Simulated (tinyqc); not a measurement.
The three schemes as the step is halved: finite-difference solution of the diffusion equation on a small grid. Computed by tinyqc, a small Python program. Command: `OMP_NUM_THREADS=1 python tinyqc.py 3018097 3018098 out.jsonl fdiff walk`. One thread of a shared host (Intel(R) Xeon(R) Processor @ 2.30GHz), about 0.01 s of CPU time with the checks.

dC/dt = D d2C/dx2 on nodes x_j = j dx, j = 0..9; the far end is sealed.

Inputs (values chosen for the exercise):
```
quantity           value              unit
diffusivity D       0.47            nm^2/s
grid spacing dx       20                nm
time step dt        2700                 s
final time t_f     21600                 s
surface value C_s     36  % of a reference
```

Boundary at x = 0: fixed surface value. Scheme: implicit.

start values C_j, j = 0, 1, ... (% of a reference): 0  0  0  0  0  0  0  0  0  0

Method:
- The operator M acts as (M C)_j = C_(j-1) - 2 C_j + C_(j+1); at the sealed far end a mirror node gives 2 C_(N-2) - 2 C_(N-1); at j = 0, C_0 is held at C_s from the start (row of zeros).
- r = D dt/dx^2.
- The mode of M with eigenvalue mu has its amplitude multiplied per step by g = (1 + (1 - theta) r mu)/(1 - theta r mu), with theta = 0 explicit, 1 implicit, 1/2 Crank-Nicolson; the explicit scheme is stable for r up to 2/|mu_min|.
- With r = D dt/dx^2: (1 - theta r M) C(new) = (1 + (1 - theta) r M) C(old); theta = 0 explicit, 1 implicit, 1/2 Crank-Nicolson.
- Each run reaches t_f in n equal steps; errors are the largest difference from exp(M D t_f/dx^2) C(0). A dash marks unstable explicit runs.

largest stable r of the explicit scheme = 0.503827

Largest error at t_f (%):
```
steps n       r  explicit  implicit  Crank-Nicolson
4        6.3450         -    1.2416      4.0042e+00
8        3.1725         -    0.6610      1.9975e-01
16       1.5862         -    0.3493      3.4834e-03
32       0.7931         -    0.1796      8.7338e-04
64       0.3966  0.093445    0.0910      2.1875e-04
128      0.1983  0.046421    0.0458      5.4714e-05
256      0.0991  0.023134    0.0230      1.3680e-05
```

From the last two rows, halving the step divides the error by 2.01 (explicit), 1.99 (implicit), 4.00 (Crank-Nicolson): a factor 2 marks first order in dt and 4 second order. The explicit scheme needs n of at least 51 to be stable; the other two are stable at any step.

Extremes, crossings and ranges named in words are read from the listed rows.
